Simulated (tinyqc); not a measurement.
Vacuum evaporation: vapour pressure, source flux, thickness distribution, purity and step coverage: one step, computed by the program tinyqc. Command: `OMP_NUM_THREADS=1 python tinyqc.py 3111713 3111714 out.jsonl evap walk`. One thread of a shared host (Intel(R) Xeon(R) Processor @ 2.30GHz), about 0.01 s of CPU time with the checks.

Molecular flow, unit sticking of the metal, no re-evaporation. The background gas is taken as water vapour (18.015 g/mol, collision diameter 0.37 nm) at 300 K.

Problem. Vapour pressure and flux. log10(p_v/Pa) = A - B/T; flux from the surface Phi = p_v/sqrt(2 pi m k_B T), m = M u. Mass loss = Phi x area x m; heat of evaporation = ln(10) R B; d ln Phi/dT = ln(10) B/T^2 - 1/(2 T).

Inputs (values chosen for the exercise, modelled on gallium, with constants for the liquid): molar mass M = 69.72 g/mol; vapour-pressure constant A = 10.69; vapour-pressure constant B = 13950 K; source temperature T = 1230 K; source area = 3.3 cm^2.

Constants: u = 1.6605390666e-27 kg; k_B = 1.380649e-23 J/K; R = 8.314462618 J/(mol K).

Give: vapour pressure p_v; flux Phi; mass loss; heat of evaporation; change of flux per kelvin.

Solution.

vapour pressure p_v = 0.2231 Pa

flux Phi = 2.007e+17 1/(cm^2 s)

mass loss = 0.2761 g/h

heat of evaporation = 267.1 kJ/mol

change of flux per kelvin = 2.082 %/K

Holding the rate to 1 % needs the temperature to about 0.48 K.
